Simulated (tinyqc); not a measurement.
Worked calculation: thin-film optics by transfer matrices. Values are carried at full precision from step to step, so a last printed digit may differ when a step is redone from the rounded ones.

Indices N = n + i k. Snell: N0 sin(theta) = N_j sin(theta_j), with Im(N_j cos theta_j) >= 0. Admittance y_j = N_j cos theta_j for s and N_j/cos theta_j for p. Phase delta_j = 2 pi N_j cos theta_j d_j/lambda. Layer matrix [[cos delta, -i sin delta/y], [-i y sin delta, cos delta]], multiplied from the top down to M. (B, C) = M (1, y_sub); r = (y0 B - C)/(y0 B + C), R = |r|^2, T = 4 Re y0 Re y_sub/|y0 B + C|^2, absorbed in the films 1 - R - T.

Parameters, chosen for this exercise (indices near those of SiO2 on W; shifted at random, so the results belong to these values and not to a real crystal): lam = 633 nm (vacuum wavelength); n0 = 1 (ambient index); n = (1.472, 3.572) (n of SiO2, substrate); k = (0, 2.876) (k in the same order); d = (173) nm (thicknesses, top first); theta = 45 degrees (angle of incidence); pol = s (polarisation).

## Angles, admittances and phases

Form cos theta_j, y_j and delta_j.

cos theta_j: ambient 0.7071, film 1 0.8771, substrate 0.9975+0.0116i

y_j: ambient 0.7071, film 1 1.2910, substrate 3.5297+2.9105i

delta_j (rad): film 1 2.2170

## Layer matrices and their product

Form each matrix and multiply from the top down.

M:
```
          1         2
1   -0.6021  -0.6184i
2  -1.0307i   -0.6021
```

Each matrix has determinant 1, and so has M.

## Reflection and transmission

Close the stack on the substrate.

B, C: 1.1977-2.1828i  -2.1254-2.7833i

r = -0.4502+0.5539i
R = 0.5095
T into the substrate = 0.4905
absorbed in the films = 0.0000

The bare substrate would reflect 0.6221.

## Ellipsometric angles

Ellipsometry: rho = tan(Psi) exp(i Delta) = -conj(r_p/r_s) with the r of the admittance formula, Delta in 0 to 360 degrees, so that a bare dielectric at small angles gives Delta = 180.

Repeat the steps for both polarisations.

r_s = -0.4502+0.5539i
r_p = -0.2239+0.5447i
Psi = 39.52 degrees
Delta = 196.76 degrees

## Checks

- R against the recursion of Airy sums from the substrate up: both 0.50954.

tinyqc: `OMP_NUM_THREADS=1 python tinyqc.py 1681263 1681264 out.jsonl`; about 0.04 s, one thread, shared Intel(R) Xeon(R) Processor @ 2.30GHz.
